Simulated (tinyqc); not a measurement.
Growth of a silicide layer between metal and silicon: linear-parabolic kinetics, ramp anneals and Kissinger analysis. Changing the temperature T. Computed by tinyqc, a small Python program. Command: `OMP_NUM_THREADS=1 python tinyqc.py 3014474 3014475 out.jsonl silicide sweep`. One thread of a shared host (Intel(R) Xeon(R) Processor @ 2.30GHz), about 0.1 s of CPU time with the checks.

One compound layer of thickness x grows by diffusion through itself and reaction at an interface, dx/dt = 1/(2x/K + 1/v), until the metal is used up at x = a h.

Inputs (values chosen for the exercise, modelled on TiSi2):
```
quantity                                 value    unit
metal thickness h                           67      nm
silicide formed per metal thickness a     2.51       -
prefactor of the parabolic constant K  7.7e+10  nm^2/s
activation energy E of K                  1.81      eV
prefactor of the interface velocity v  1.3e+11    nm/s
activation energy E_v                     1.99      eV
time t                                     610       s
```

Constants: k_B = 8.617333262e-05 eV/K.

Method:
- The silicide ends at the thickness a h.
- K = K0 exp(-E/(k_B T)), v = v0 exp(-E_v/(k_B T)).
- Temperatures in kelvin are T(C) + 273.15.
- x^2/K + x/v = t, so x = (K/(2v)) [sqrt(1 + 4 v^2 t/K) - 1], capped at a h; completion time t_c = (a h)^2/K + a h/v, a h being the final thickness; crossover thickness K/v.

One run for each value:
```
temperature T (C)  completion time (s)  thickness at time t (nm)  crossover thickness (nm)
565                              29282                      21.5                     7.160
585                              16291                      30.0                     6.756
605                               9310                      40.8                     6.391
625                               5455                      54.3                     6.061
645                               3272                      71.0                     5.762
665                               2006                      91.5                     5.489
685                               1255                     116.4                     5.240
705                                801                     146.5                     5.012
725                                520                     168.2                     4.802
```

Over the rows, completion time (s) falls from 29300 to 520; thickness at time t (nm) rises from 21.5 to 168; crossover thickness (nm) falls from 7.16 to 4.80. The apparent activation energy of 1/t_c is 1.82 eV between the first rows and 1.82 eV between the last, between E and E_v.

Caution (all rows): a disilicide really forms through metal-rich phases and by nucleation, not as one layer from the metal.

Extremes, crossings and ranges named in words are read from the listed rows.
